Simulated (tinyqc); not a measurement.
AlGaN/GaN HEMT with access regions, lumped model: two steps of the calculation.

A polarisation-induced electron sheet under a Schottky gate, in series with two ungated access regions and contacts. Drift law v = mu E/(1 + mu E/vs) under the gate. Currents in mA/mm, resistances in ohm mm. No self-heating, no channel-length modulation; fits for polarisation, barrier and offset are chosen for the exercise.

Parameters, values chosen for the exercise; values close to those of AlGaN/GaN structures: aluminium share of the barrier x = 0.33; barrier thickness d = 30 nm; relative permittivity of barrier and channel eps_r = 9.2; channel mobility mu = 1400 cm^2/(V s); saturation velocity vs = 1e7 cm/s; gate length Lg = 0.5 um; source access length Ls = 1 um; drain access length Ld = 12 um; resistance of each contact Rc = 0.17 ohm mm; share of the drain-access electrons removed by traps ft = 0.1; gate voltage Vg = -1 V; drain voltage Vd = 6 V.

Constants: q = 1.602176634e-19 C, eps0 = 8.8541878128e-14 F/cm where lengths are in cm. Results are converted to the units shown.

Task 1. Polarisation charge, threshold and sheet resistance. sigma = (5e13 x + 1.6e13 x^2) cm^-2, phiB = 0.84 + 1.3 x, dEc = 0.7 (1.71 x + x^2) in volts, Cb = eps0 eps_r/d, VT = phiB - dEc - q sigma/Cb, access density n0 = -Cb VT/q. Rsh = 1/(q mu n0); largest access current q n0 vs.

Wanted: sigma; Cb; VT; n0; Rsh; q n0 vs.

Result 1.

sigma = 1.824e13 cm^-2
Cb = 0.2715 uF/cm^2
VT = -9.966 V
n0 = 1.689e13 cm^-2
Rsh = 264.0 ohm
q n0 vs = 2706 mA/mm

Task 2. Drain current. Access resistance R(L, n) = L/(q mu n sqrt(1 - (I/(q n vs))^2)); Rs = Rc + R(Ls, n0), Rd = Rc + R(Ld, (1 - ft) n0). Vg' = Vg - I Rs, Vd' = Vd - I (Rs + Rd); with u = Vg' - VT, Vc = vs Lg/mu and w the smaller of Vd' and Vc [sqrt(1 + 2 u/Vc) - 1] (0 if negative), the channel gives (mu Cb/Lg)(u w - w^2/2)/(1 + w/Vc). I(new) = I + 0.1 (channel current - I).

I at the start = 960 mA/mm
VT = -9.9663237 V
Cb = 0.27152843 uF/cm^2
n0 = 1.6890399e13 cm^-2

Wanted: Rs; Rd; Vg'; Vd'; channel current; I after iteration 1.

Result 2.

Rs = 0.4523 ohm mm
Rd = 3.999 ohm mm
Vg' = -1.434 V
Vd' = 1.726 V
channel current = 1725 mA/mm
I after iteration 1 = 1037 mA/mm

Numbers from tinyqc (`OMP_NUM_THREADS=1 python tinyqc.py 2570068 2570069 out.jsonl`; about 0.02 s on one thread of a shared Intel Xeon 2.30GHz).
